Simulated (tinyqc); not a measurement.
Inside a calculation. Method: sp3 tight binding, zinc-blende lattice. One step of it, computed by the program tinyqc.

Question. Levels at k. Diagonalise the Hermitian matrix.

H(k) at k (eV):
```
                      a s                 a px                 a py                 a pz
a s            -14.010000             0.000000             0.000000             0.000000
a px             0.000000            -6.670000             0.000000             0.000000
a py             0.000000             0.000000            -6.670000             0.000000
a pz             0.000000             0.000000             0.000000            -6.670000
c s   -9.421392-0.051536i   0.202094+0.926790i   1.018529+0.183891i   0.029126+6.430739i
c px  -0.202094-0.926790i   2.283974+0.012494i  -0.033750-7.451724i  -1.180237-0.213087i
c py  -1.018529-0.183891i  -0.033750-7.451724i   2.283974+0.012494i  -0.234180-1.073933i
c pz  -0.029126-6.430739i  -1.180237-0.213087i  -0.234180-1.073933i   2.283974+0.012494i

                      c s                 c px                 c py                 c pz
a s   -9.421392+0.051536i  -0.202094+0.926790i  -1.018529+0.183891i  -0.029126+6.430739i
a px   0.202094-0.926790i   2.283974-0.012494i  -0.033750+7.451724i  -1.180237+0.213087i
a py   1.018529-0.183891i  -0.033750+7.451724i   2.283974-0.012494i  -0.234180+1.073933i
a pz   0.029126-6.430739i  -1.180237+0.213087i  -0.234180+1.073933i   2.283974-0.012494i
c s            -14.010000             0.000000             0.000000             0.000000
c px             0.000000            -6.670000             0.000000             0.000000
c py             0.000000             0.000000            -6.670000             0.000000
c pz             0.000000             0.000000             0.000000            -6.670000
```

Give: eigenvalues; weights |c|^2 of the basis functions.

Answer.

eigenvalues (eV): -25.4780  -14.8639  -14.6379  -13.4563  -2.2105  -0.1943  1.1984  1.6025

weights |c|^2 of the basis functions:
```
      band 1  band 2  band 3  band 4  band 5  band 6  band 7  band 8
a s   0.4554  0.0452  0.0040  0.1190  0.0413  0.2888  0.0015  0.0448
a px  0.0014  0.2321  0.1904  0.0756  0.0050  0.0195  0.3150  0.1610
a py  0.0002  0.1792  0.2977  0.0172  0.0038  0.0750  0.1835  0.2434
a pz  0.0430  0.0435  0.0079  0.2882  0.4499  0.1167  0.0001  0.0508
c s   0.4554  0.0452  0.0040  0.1190  0.0413  0.2888  0.0015  0.0448
c px  0.0014  0.2321  0.1904  0.0756  0.0050  0.0195  0.3150  0.1610
c py  0.0002  0.1792  0.2977  0.0172  0.0038  0.0750  0.1835  0.2434
c pz  0.0430  0.0435  0.0079  0.2882  0.4499  0.1167  0.0001  0.0508
```
